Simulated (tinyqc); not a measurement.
# Absorption coefficient and reflectance from two thicknesses

Problem. With transparent contact layers the responsivity is (1 - Rf)(1 - exp(-al wi)) q lam/(h c). The second absorber is twice as thick as the first. Find al and Rf.

Values chosen for this exercise:

| symbol | value | unit | meaning |
|---|---|---|---|
| lam | 650 | nm | wavelength |

Constants: q = 1.602176634e-19 C, h = 6.62607015e-34 J s, c = 299792458 m/s. Results are converted to the units shown.

responsivity for wi = 1.5 and 3 um (A/W): [0.14193430, 0.22897400]

Answer. The ratio of the responsivities is 1 + exp(-al w1), which gives al; either value then gives 1 - Rf.

al = 3260 1/cm
Rf = 0.3000

Program tinyqc, `OMP_NUM_THREADS=1 python tinyqc.py 2250112 2250113 out.jsonl`; Intel Xeon 2.30GHz, shared host, one thread, about 0.01 s.
